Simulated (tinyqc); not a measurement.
Narrowing from the saturation current.

Problem. A uniform n-type emitter has J0 = (q p0 D/L)(s + tanh(W/L))/(1 + s tanh(W/L)), D = mup Vt, s = S L/D, and p0 = (ni^2/N) exp(dE_app/kB T), where dE_app = dEg + kB T ln[(N/Nc) exp(-eta)]. Find p0, dE_app and dEg.

Parameters, values chosen for the exercise; band and dielectric values close to those of silicon: temperature T = 300 K; conduction-band density of states at 300 K Nc = 2.85e19 cm^-3; ionised donor density N = 3.1e19 cm^-3; minority-hole mobility mup = 140 cm^2/(V s); emitter width W = 66 nm; recombination velocity at the contact S = 59000 cm/s.

Constants: q = 1.602176634e-19 C, kB = 1.380649e-23 J/K, Vt = kB T/q. Results are converted to the units shown.

J0 = 460.69977 fA/cm^2
L = 1527.7877 nm
ni = 7.3436382e9 cm^-3
converged eta = 0.46297826

Solution. J0 gives p0, its ratio to ni^2/N gives dE_app, and the degeneracy term is taken off.

p0 = 53.1 cm^-3
dE_app = 88.4 meV
dEg = 98.1 meV

Numbers from tinyqc (`OMP_NUM_THREADS=1 python tinyqc.py 2330021 2330022 out.jsonl`; about 0.01 s on one thread of a shared Intel Xeon 2.30GHz).
